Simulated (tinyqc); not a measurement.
Comparisons within one model: sp3s* tight binding. A value that a table varies takes the place of the one given here.

sp3s* tight binding, nearest neighbours only: anion (a) at 0, cation (c) at a/4 (1,1,1), orbitals s, px, py, pz, s* on each; k in units of 2 pi/a. With phases e_j = exp(i (pi/2) k.n_j) for n = (1,1,1), (1,-1,-1), (-1,1,-1), (-1,-1,1): g0 = (e1+e2+e3+e4)/4, g1 = (e1+e2-e3-e4)/4, g2 = (e1-e2+e3-e4)/4, g3 = (e1-e2-e3+e4)/4. The diagonal holds the levels Esa, Epa, Exa (s*) and Esc, Epc, Exc. Anion-cation block: <sa|sc> = Vss g0; <sa|xc> = Vsapc g1; <xa|sc> = -Vscpa g1; <xa|xc> = Vxx g0; <xa|yc> = <ya|xc> = Vxy g3, <xa|zc> = <za|xc> = Vxy g2, <ya|zc> = <za|yc> = Vxy g1; <s*a|xc> = Vxapc g1; <xa|s*c> = -Vpaxc g1; y and z take g2 and g3 in place of g1; s-s* and s*-s* vanish.

Inputs chosen for the exercise (near a published set for SiC, fitted to gaps, whose masses and valley positions are rough; shifted at random, so the results belong to these values and not to a real crystal):
```
symbol  value    unit  meaning
Esa     -8.461   eV    s level of the anion
Epa     2.135    eV    p level of the anion
Esc     -4.822   eV    s level of the cation
Epc     4.368    eV    p level of the cation
Exa     9.663    eV    s* level of the anion
Exc     9.355    eV    s* level of the cation
Vss     -12.405  eV    s-s
Vxx     3.044    eV    px-px
Vxy     5.901    eV    px-py
Vsapc   9.539    eV    s anion, p cation
Vscpa   9.223    eV    s cation, p anion
Vxapc   8.678    eV    s* anion, p cation
Vpaxc   4.39     eV    p anion, s* cation
eta     3              scaling exponent
D001    0.7            ratio -ezz/exx
```

## What the s* orbital does

The s* couplings Vxapc and Vpaxc are scaled by f; f = 0 is the plain sp3 model. Gaps from the top of the valence band at Gamma; the Delta value is the minimum on (x,0,0), 0.5 <= x <= 1.

Gaps (eV):
```
f,Gamma,Delta,L,x of the minimum
0.00,5.8870,7.2419,7.3738,0.500
0.25,5.8870,6.8534,7.0166,0.500
0.50,5.8870,5.7933,6.1223,0.727
0.75,5.8870,4.0559,4.9061,1.000
0.90,5.8870,3.0404,4.1217,1.000
1.00,5.8870,2.3837,3.5963,1.000
1.10,5.8870,1.7449,3.0750,1.000
```

The gap at Gamma stays, since g1 to g3 vanish there. From f = 0 to 1 the s* levels lower the Delta value by 4.858 eV and L by 3.777 eV. For f = 0 and 0.25 the least value lies at x = 0.5, the end of the range: any valley further out lies above that value until s* has lowered it enough. The lowest of the three is Gamma at f = 0 and the Delta line at f = 1.

## Hydrostatic strain (sp3s* tight binding, strained)

Strain e moves each bond vector to d = (1 + e) d0 (no internal displacement for the diagonal strains used here) and k is given in fractions of the strained reciprocal cell, so the phases stay. Two-centre values Vss_sigma = Vss/4, Vsp_sigma = sqrt3 V/4 for each s-p and s*-p pair, Vpp_sigma = (Vxx + 2 Vxy)/4, Vpp_pi = (Vxx - Vxy)/4 are scaled by (d0/d)^eta and combined with the new direction cosines; the levels on the diagonal stay.

exx = eyy = ezz = e. Gaps as measured from the top of the valence band; the deformation potentials are (gap(0.01) - gap(-0.01))/0.06.

Gaps (eV):
```
e,Gamma,Delta,L,x of the minimum
-0.03,7.0343,2.5492,3.8793,1.000
-0.02,6.8336,2.4895,3.7853,1.000
-0.01,6.3505,2.4344,3.6911,1.000
0.00,5.8870,2.3837,3.5963,1.000
0.01,5.4423,2.3370,3.5009,1.000
0.02,5.0153,2.2942,3.4045,1.000
0.03,4.6053,2.2550,3.3070,1.000
```

gap deformation potentials (eV): Gamma -15.137, Delta -1.624, L -3.171

Per unit of volume strain the gaps move by -15.14 (Gamma), -1.62 (Delta) and -3.17 eV (L). The lowest valley stays the Delta line over the range. These potentials follow from the one exponent eta, which fitted models replace by one for each integral; with it the sizes are rough, the sign for Delta can be wrong (in Si, Ge and the III-V crystals measured values are small and positive), and the pressures at which valleys cross, and which valley takes over, are rough too. A gap of zero, where one is listed, marks an s level that has sunk below the valence top.

## Biaxial strain splits the top of the valence band (sp3s* tight binding, strained)

No spin-orbit coupling; k = 0; exx = eyy = e, ezz = -D001 e. The four bonds keep equal lengths, and the sums over them give Vxx(e) for px and py and Vzz(e) for pz; each level is the lower root of [[Epa, V], [V, Epc]], and the s level the upper root of the s block. The shear potential b follows from E(x,y) - E(z) = 3 b (exx - ezz), taken as the slope between e = -0.005 and 0.005.

Couplings and levels at Gamma (eV):
```
e,ezz,Vxx(e),Vzz(e),"E(x,y)",E(z),"E(x,y) - E(z) (meV)",upper s level
-0.020,0.0140,2.9841,3.4017,0.0654,-0.3287,394.1,6.2161
-0.010,0.0070,3.0154,3.2201,0.0360,-0.1567,192.7,6.0560
-0.005,0.0035,3.0300,3.1314,0.0223,-0.0729,95.3,5.9761
0.005,-0.0035,3.0573,2.9580,-0.0033,0.0898,-93.1,5.8165
0.010,-0.0070,3.0700,2.8734,-0.0152,0.1688,-184.0,5.7369
0.020,-0.0140,3.0935,2.7083,-0.0373,0.3221,-359.4,5.5781
```

b = -3.693 eV

Under tension in the plane (e > 0) the bonds tilt towards the plane, Vxx grows to 3.0700 and Vzz falls to 2.8734 eV at e = 0.01, and the pz state forms the top of the valence band, by 184.0 meV; under compression (e = -0.01) the px, py pair does, by 192.7 meV. The slope gives b = -3.69 eV, a rough value, since on-site strain terms are left out (measured values lie near -2 eV).

## What each parameter does

Gaps from the top of the valence band at Gamma; Delta is the minimum on (x,0,0), 0.5 <= x <= 1. Each row changes one parameter from the base and keeps the others.

Results:
```
case,Ev (eV),gap Gamma (eV),gap Delta (eV),gap L (eV)
base,0.0092,5.8870,2.3837,3.5963
Vxx = 2.844 eV,0.1962,5.7000,2.1967,3.4230
Esc = -5.022 eV,0.0092,5.7729,2.3837,3.5864
Vss = -12.205 eV,0.0092,5.6892,2.3837,3.5751
Epa = 1.935 eV,-0.1266,6.0228,2.5195,3.7284
Exc = 9.055 eV,0.0092,5.8870,2.3837,3.5938
Vsapc = 9.739 eV,0.0092,5.8870,2.4932,3.6821
```

The largest shifts from the base row, up to three for each result and ties (the steps differ in size, so this ranks the rows, not the parameters). Ev (eV): Vxx +0.1870, Epa -0.1358; unchanged at the printed digits by Esc, Vss, Exc and Vsapc. gap Gamma (eV): Vss -0.1978, Vxx -0.1870, Epa +0.1358; unchanged at the printed digits by Exc and Vsapc. gap Delta (eV): Vxx -0.1870, Epa +0.1358, Vsapc +0.1095; unchanged at the printed digits by Esc, Vss and Exc. gap L (eV): Vxx -0.1733, Epa +0.1321, Vsapc +0.0858. Exc and Vsapc cannot move Ev or the gap at Gamma, whose blocks do not hold them; s parameters never move Ev, and move the gap only where the lowest empty level at Gamma is s-like.

Program tinyqc; command `OMP_NUM_THREADS=1 python tinyqc.py 1481334 1481335 out.jsonl`; about 0.06 s on one thread of a shared Intel(R) Xeon(R) Processor @ 2.30GHz.
